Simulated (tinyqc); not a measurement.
Matthiessen's rule against the full average: mobility of a non-polar semiconductor in the relaxation-time approximation. Computed by tinyqc, a small Python program. Command: `OMP_NUM_THREADS=1 python tinyqc.py 3008965 3008966 out.jsonl rta walk`. One thread of a shared host (Intel(R) Xeon(R) Processor @ 2.30GHz), about 0.01 s of CPU time with the checks.

Each valley is treated as a sphere of mass m_d for states and rates, with one isotropic relaxation time; the conductivity mass m_c sets the current.

Inputs (values chosen for the exercise, for a model non-polar semiconductor): longitudinal mass m_l = 2 m_0; transverse mass m_t = 0.43 m_0; equivalent valleys Z = 4; static permittivity eps_s = 17.2; density rho = 5440 kg/m^3; sound velocity v_l = 11500 m/s; acoustic deformation potential D_A = 12 eV; phonon energy hbar w = 35.7 meV; optical or intervalley deformation potential D_o = 6.4 1e8 eV/cm; final valleys Z_f = 3; carrier density n = 3.1e+14 1/cm^3; compensation ratio C = 0.68; temperature T = 77 K.

Band: parabolic. Impurity formula: Brooks-Herring. Further scattering: none.

Constants: k_B = 8.617333262e-05 eV/K; m_0 = 9.1093837015e-31 kg; e = 1.602176634e-19 C; hbar = 1.054571817e-34 J s; eps_0 = 8.8541878128e-12 F/m; k_B = 1.380649e-23 J/K; hbar = 6.582119569e-16 eV s.

Method:
- m_d = (m_l m_t^2)^(1/3); 1/m_c = (1/m_l + 2/m_t)/3; Hall mass factor A = 3 K_m (K_m + 2)/(2 K_m + 1)^2, K_m = m_l/m_t; N_I = n (1 + C)/(1 - C).
- Parabolic band: E = hbar^2 k^2/(2 m), speed v = hbar k/m, states per spin, volume and energy g(E) = m k/(2 pi^2 hbar^2). Here m = m_d. Masses are multiplied by m_0 and all formulas are in SI units.
- The reduced Fermi level eta = E_F/(k_B T) solves n = 2 Z int g f dE with f = 1/(1 + exp(x - eta)) (Z = 1 unless valleys are given); screening length L_s = sqrt(eps_s eps_0 k_B T/(e^2 dn/deta)), dn/deta = 2 Z int g f (1 - f) dE.
- Integrals over x = E/(k_B T) use 160 Gauss-Legendre points in u = sqrt(x) from 0 to sqrt(max(eta, 0) + 32).
- Phonon occupation N_q = 1/(exp(hbar w/(k_B T)) - 1).
- Acoustic deformation potential (elastic, equipartition, absorption and emission together): 1/tau = 2 pi k_B T D_A^2 g(E)/(hbar rho v_l^2).
- Optical or intervalley deformation potential: 1/tau = (pi Z_f D_o^2/(rho w)) [N_q g(E + hbar w) + (N_q + 1) g(E - hbar w)], with g = 0 below the band edge.
- Each optical term is multiplied by (1 - f(E'))/(1 - f(E)), E' the final energy, for Pauli blocking.
- Singly charged impurities, momentum relaxation: 1/tau = N_I e^4 m (1 + 2 alpha E) Phi/(8 pi (eps_s eps_0)^2 hbar^3 k^3), with alpha = 0 for a parabolic band.
- Brooks-Herring: Phi = ln(1 + b) - b/(1 + b), b = 4 k^2 L_s^2.
- mu = (m_d/m_c) (2 Z e/(3 n k_B T)) int g v^2 tau f (1 - f) dE.
- Averages over x are split at the emission threshold x_0 = hbar w/(k_B T): 64 Gauss-Legendre points in sqrt(x) below it and 128 in sqrt(x - x_0) above it, up to x = max(eta, 0) + 32.
- Rates are added at each energy before the average. With <y> = int g v^2 y f (1 - f) dE: Hall factor r_H = A (3 n k_B T/(2 Z m_d)) <tau^2/(1 + 2 alpha E)>/<tau>^2 (alpha = 0 for a parabolic band); Hall mobility r_H mu; |S| = (k_B/e) (<x tau>/<tau> - eta); resistivity 1/(n e mu).
- Matthiessen's rule adds 1/mu of the separate processes.

acoustic mobility = 6628.87 cm^2/(V s)

optical mobility = 63672.4 cm^2/(V s)

ionised impurity mobility = 62136.7 cm^2/(V s)

drift mobility mu = 4421.55 cm^2/(V s)

Separate mobilities:
```
process           mu (cm^2/(V s))  share of the sum of 1/mu (%)
acoustic                     6629                        82.591
optical                     63672                         8.598
ionised impurity            62137                         8.811
```

mobility by Matthiessen's rule = 5474.8 cm^2/(V s)

excess of Matthiessen's rule over the full mu = 23.821 %

The rule gives 5475 against the full 4422, 23.8 % too high; it can only overestimate, since each separate average is carried by the energies where that process is weak. The largest shares are acoustic (83 %) and ionised impurity (9 %). Caution: n is taken as given; at low temperature (in diamond even at 300 K) real dopants can freeze out, which changes n and N_I.

Extremes, crossings and ranges named in words are read from the listed rows.
